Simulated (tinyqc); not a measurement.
Composition against offsets: model-solid line-up of a strained alloy layer on a substrate.

All values of the alloy are linear in x but the gap, Eg(x) = (1 - x) Eg_A + x Eg_B - C x (1 - x), and the valence edge, Ev(x) = (1 - x) Ev_A + x Ev_B + fv C x (1 - x); Ec = Ev + Eg. Ev is the top of the unstrained valence band on a scale common to all materials. In the layer only the Gamma valley of the conduction band is followed, also where an X or L valley would lie lower.

Coherent growth on a (001) face: e_par = (a_s - a)/a, e_perp = -2 (C12/C11) e_par; exx = eyy = e_par, ezz = e_perp, no shear.

Strained edges: Ec + ac tr(e); the valence edges are Ev plus the levels of the 6 x 6 matrix of X, Y, Z times spin with -Dso/3 + l exx + m (eyy + ezz) on the diagonal (cyclic), n exy off it, l = av + 2 b, m = av - b, n = sqrt(3) d. Spin-orbit term (Dso/3) L.sigma on X, Y, Z with (L_k)_ij = -i epsilon_kij: <X+|H|Y+> = -i Dso/3, <X+|H|Z-> = Dso/3, <Y+|H|Z-> = -i Dso/3, <Z+|H|X-> = -Dso/3, <Z+|H|Y-> = i Dso/3, <X-|H|Y-> = i Dso/3, and their conjugates; + and - are the spin along z.

dEc = Ec(substrate) - Ec(layer), dEv = Ev(layer) - Ev(substrate); positive values confine the carrier in the layer. Type I: both of one sign; type II: opposite signs; type III: the gaps do not overlap.

Values chosen for the exercise (A near InAs, B near InSb, substrate near GaSb; not measured data): a = (6.052, 6.484) angstrom (lattice constant of A, B); Eg = (0.412, 0.236) eV (gap at Gamma to the s-like level of A, B); Dso = (0.389, 0.8) eV (spin-orbit splitting of A, B); Ev = (-0.59, 0) eV (top of the unstrained valence band of A, B); ac = (-5.02, -6.86) eV (conduction deformation potential of A, B); av = (1.01, 0.36) eV (valence hydrostatic potential of A, B); b = (-1.82, -1.98) eV (tetragonal shear potential of A, B); d = (-3.56, -4.77) eV (trigonal shear potential of A, B); C11 = (84.3, 69.2) GPa (of A, B); C12 = (44.9, 37) GPa (of A, B); C44 = (39.5, 31.4) GPa (of A, B); C = 0.561 eV (bowing of the gap); fv = 0.6 (share of the bowing taken by the valence edge); a_s = 6.093 angstrom (substrate); Eg_s = 0.819 eV (lowest gap of the substrate); Ev_s = -0.03 eV (substrate valence edge); face = 001 (growth face).

Each composition is strained to the same substrate.

Results:

| x | e_par (%) | relaxed gap (eV) | strained gap (eV) | valence splitting (meV) | dEc (eV) | dEv (eV) | type |
|---|---|---|---|---|---|---|---|
| 0.02 | 0.53 | 0.397 | 0.345 | 42 | 0.988 | -0.515 | III |
| 0.09 | 0.03 | 0.350 | 0.347 | 3 | 0.950 | -0.478 | III |
| 0.17 | -0.53 | 0.303 | 0.314 | 39 | 0.902 | -0.396 | III |
| 0.24 | -1.02 | 0.267 | 0.288 | 71 | 0.857 | -0.326 | III |
| 0.31 | -1.50 | 0.237 | 0.269 | 102 | 0.808 | -0.258 | II |
| 0.38 | -1.98 | 0.213 | 0.256 | 130 | 0.757 | -0.194 | II |
| 0.46 | -2.52 | 0.192 | 0.248 | 160 | 0.694 | -0.123 | II |
| 0.53 | -2.99 | 0.179 | 0.247 | 184 | 0.636 | -0.064 | II |

The alloy matches the substrate at x = 0.095, where the top valence edge changes its character and the splitting passes through zero. The strained gap runs from 0.345 to 0.247 eV, against 0.397 to 0.179 eV for the relaxed alloy: strain takes back part of the change that the composition makes. It is not monotonic; its extremes in the table are 0.247 and 0.347 eV. Strains above 2 % can be kept only in layers of a few nanometres. The type changes: III to II between x = 0.24 and 0.31.

Run: tinyqc, `OMP_NUM_THREADS=1 python tinyqc.py 1081205 1081206 out.jsonl`; Intel(R) Xeon(R) Processor @ 2.30GHz, one thread, shared host; about 0.01 s of CPU time with all checks.
